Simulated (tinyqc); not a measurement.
# Physical sputtering: collision-cascade yield, angular dependence, faceting and resputtering in deposition, step by step

A worked calculation. Computed by tinyqc, a small Python program that keeps every step. Command: `OMP_NUM_THREADS=1 python tinyqc.py 3002011 3002012 out.jsonl sputter walk`. One thread of a shared host (Intel(R) Xeon(R) Processor @ 2.30GHz), about 0.01 s of CPU time with the checks. Intermediate numbers are printed to about 5 digits and carried at full precision; extremes and crossings named in words are read from the listed rows.

Ions start collision cascades; atoms that reach the surface with more than U leave. The target is amorphous or fine-grained.

Inputs (values chosen for the exercise, modelled on gallium ions on germanium):
```
quantity                                                  value     unit
ion Z1                                                       31        -
ion mass M1                                                69.7        u
target Z2                                                    32        -
target mass M2                                             72.6        u
surface binding energy U                                   3.85       eV
target density N                                           44.2   1/nm^3
fit factor Q                                               0.58        -
ion energy E                                              19000       eV
current density J                                           1.8  mA/cm^2
angular exponent f                                          1.4        -
angle of the largest yield                                   56  degrees
angle of incidence                                           60  degrees
deposition rate over sputter rate on a flat surface, D/S    5.2        -
```

Constants: e = 1.602176634e-19 C.

## Yield at normal incidence

gamma = 4 M1 M2/(M1 + M2)^2; threshold E_th = 6.7 U/gamma for M1 >= M2, else U (1 + 5.7 M1/M2)/gamma. eps = 0.03255 M2 E/(Z1 Z2 (M1 + M2) z), z = (Z1^(2/3) + Z2^(2/3))^(1/2), E in eV; s_n = 3.441 sqrt(eps) ln(eps + 2.718)/(1 + 6.355 sqrt(eps) + eps (6.882 sqrt(eps) - 1.708)); S_n = 84.78 Z1 Z2 M1 s_n/((M1 + M2) z) in eV angstrom^2; alpha = 0.249 (M2/M1)^0.56 + 0.0035 (M2/M1)^1.5 for M1 <= M2, else 0.0875 (M2/M1)^(-0.15) + 0.165 M2/M1; Y0 = 0.042 Q alpha S_n/U [1 - sqrt(E_th/E)]^2.5 (the electronic-loss factor of the full formula is dropped). Erosion rate = Y0 J/(e N); 1 cm^2 = 1e14 nm^2.

energy transfer factor gamma = 0.99958

threshold E_th = 24.929 eV

reduced energy eps = 0.071216

nuclear stopping S_n = 3211.6 eV angstrom^2

alpha = 0.25847

yield Y0 = 4.7896 atoms per ion

erosion rate = 730.45 nm/min

The threshold factor is 0.912; the energy cost is 3970 eV per removed atom, 1030 times U.

## Oblique incidence

Angular law: Y/Y0 = t^f exp(-f cos(a_opt)(t - 1)), t = 1/cos(angle), largest at a_opt. A plane tilted by the angle recedes along the beam at a speed proportional to Y(angle), and along its own normal as Y cos(angle).

Y/Y0 at the angle = 1.2063

yield at the angle = 5.7775 atoms per ion

normal speed relative to a flat surface = 0.60314

largest Y/Y0 = 1.2173

## Deposition with resputtering

With a directional flux, net growth along the beam is D - S Y(angle)/Y0. Slopes where Y/Y0 exceeds D/S are etched: solve Y/Y0 = D/S below a_opt, if the largest Y/Y0 exceeds D/S. The normal speed is largest where f (1 - cos(a_opt)/cos(angle)) = 1, cos(angle) = f cos(a_opt)/(f - 1), or at angle 0 if this exceeds 1.

Angle of zero net growth: none: every slope grows

angle of the largest normal speed = 0 degrees

Deposition outweighs sputtering at every angle, so no slope is cut back.

## Yield over energy

The formulas are those given above.

Normal incidence:
```
E (eV)         eps  S_n (eV angstrom^2)      Y0  Y0 per keV
50      1.8741e-04                399.8  0.0306      0.6124
100     3.7482e-04                547.4  0.1588      1.5883
200     7.4964e-04                741.0  0.4080      2.0399
300     1.1245e-03                878.8  0.6142      2.0473
500     1.8741e-03               1080.4  0.9394      1.8788
1000    3.7482e-03               1405.5  1.4958      1.4958
2000    7.4964e-03               1786.9  2.1737      1.0868
5000    1.8741e-02               2357.3  3.2102      0.6420
10000   3.7482e-02               2810.1  4.0434      0.4043
30000   1.1245e-01               3461.9  5.2624      0.1754
100000  3.7482e-01               3763.2  5.9144      0.0591
```

The yield per keV peaks at 300 eV among these rows, 12 times the threshold, the most economical range for removing atoms. Y0 varies as E^2.38 between the first rows and as E^0.10 at the end, where nuclear stopping is flattening. Caution: the electronic-loss factor, dropped here, would lower the yields at the highest energies slightly.

Checks made by the program: position of the angular maximum (relative difference below 1e-10).
